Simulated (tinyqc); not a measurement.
Worked calculation: CCSD on RHF in the 6-311g basis, for H2, spin multiplicity 1. One step of it, computed by the program tinyqc.

Problem. Iteration 6 (converged): orbitals. Diagonalise F' = X^T F X, C = X C', fill 1 alpha and 1 beta electrons from the bottom; D = 2 C_occ C_occ^T. Each column has its largest component positive (the first on a tie).

converged F (hartree), order 1H 1s, 1H 2s, 1H 3s, 2H 1s, 2H 2s, 2H 3s:
$$\begin{pmatrix}
0.621978 & -0.413421 & -0.451845 & -0.468935 & -0.478246 & -0.420754 \\
-0.413421 & -0.343003 & -0.378814 & -0.478246 & -0.469321 & -0.399240 \\
-0.451845 & -0.378814 & -0.259475 & -0.420754 & -0.399240 & -0.279629 \\
-0.468935 & -0.478246 & -0.420754 & 0.621978 & -0.413421 & -0.451845 \\
-0.478246 & -0.469321 & -0.399240 & -0.413421 & -0.343003 & -0.378814 \\
-0.420754 & -0.399240 & -0.279629 & -0.451845 & -0.378814 & -0.259475
\end{pmatrix}$$

X, order 1H 1s, 1H 2s, 1H 3s, 2H 1s, 2H 2s, 2H 3s:
$$\begin{pmatrix}
0.600075 & -0.948617 & -0.698548 & 0.593073 & 0.619689 & 0.155814 \\
-2.074903 & 1.446163 & 1.028675 & 0.099498 & 0.331198 & 0.233577 \\
2.955506 & -0.829356 & 0.864008 & -0.504861 & 0.106697 & 0.229072 \\
-0.600075 & -0.948617 & 0.698548 & 0.593073 & -0.619689 & 0.155814 \\
2.074903 & 1.446163 & -1.028675 & 0.099498 & -0.331198 & 0.233577 \\
-2.955506 & -0.829356 & -0.864008 & -0.504861 & -0.106697 & 0.229072
\end{pmatrix}$$

Give: F' = X^T F X; orbital energies; coefficients C; D after iteration 6.

Solution.

F' = X^T F X (hartree):
$$\begin{pmatrix}
1.181 & 0.000 & -0.936 & 0.000 & 0.423 & 0.000 \\
0.000 & 2.016 & 0.000 & -0.932 & 0.000 & -0.005 \\
-0.936 & 0.000 & 1.323 & 0.000 & -0.815 & 0.000 \\
0.000 & -0.932 & 0.000 & 0.808 & 0.000 & -0.111 \\
0.423 & 0.000 & -0.815 & 0.000 & 0.914 & 0.000 \\
0.000 & -0.005 & 0.000 & -0.111 & 0.000 & -0.559
\end{pmatrix}$$

orbital energies (hartree): MO1 -0.571, MO2 0.155, MO3 0.313, MO4 0.615, MO5 2.523, MO6 2.649

coefficients C, order 1H 1s, 1H 2s, 1H 3s, 2H 1s, 2H 2s, 2H 3s:
$$\begin{pmatrix}
0.180 & 0.088 & -0.047 & -0.093 & -1.114 & -1.103 \\
0.302 & 0.004 & -0.749 & -1.576 & 1.226 & 1.729 \\
0.139 & 1.986 & 0.861 & 2.063 & -0.483 & -1.137 \\
0.180 & -0.088 & -0.047 & 0.093 & -1.114 & 1.103 \\
0.302 & -0.004 & -0.749 & 1.576 & 1.226 & -1.729 \\
0.139 & -1.986 & 0.861 & -2.063 & -0.483 & 1.137
\end{pmatrix}$$

D after iteration 6, order 1H 1s, 1H 2s, 1H 3s, 2H 1s, 2H 2s, 2H 3s:
$$\begin{pmatrix}
0.065 & 0.109 & 0.050 & 0.065 & 0.109 & 0.050 \\
0.109 & 0.182 & 0.084 & 0.109 & 0.182 & 0.084 \\
0.050 & 0.084 & 0.039 & 0.050 & 0.084 & 0.039 \\
0.065 & 0.109 & 0.050 & 0.065 & 0.109 & 0.050 \\
0.109 & 0.182 & 0.084 & 0.109 & 0.182 & 0.084 \\
0.050 & 0.084 & 0.039 & 0.050 & 0.084 & 0.039
\end{pmatrix}$$
